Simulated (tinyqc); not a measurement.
Inside a calculation. Method: tight binding, dimerised chain. One step of it, computed by the program tinyqc.

Problem. Bloch Hamiltonian at k. H_AA = +delta, H_BB = -delta, H_AB = -t1 - t2 exp(-i k a).

Parameters chosen for this model:
```
parameter     value                      unit
t1         0.950000       eV, inside the cell
t2         1.820000         eV, between cells
delta             0  eV, +/- on the two sites
```

k point k (2 pi / a): 0.320000

Give: H(k) at k.

Solution.

H(k) at k (eV):
```
                 A                B
A           0.0000  -0.1751+1.6468i
B  -0.1751-1.6468i           0.0000
```
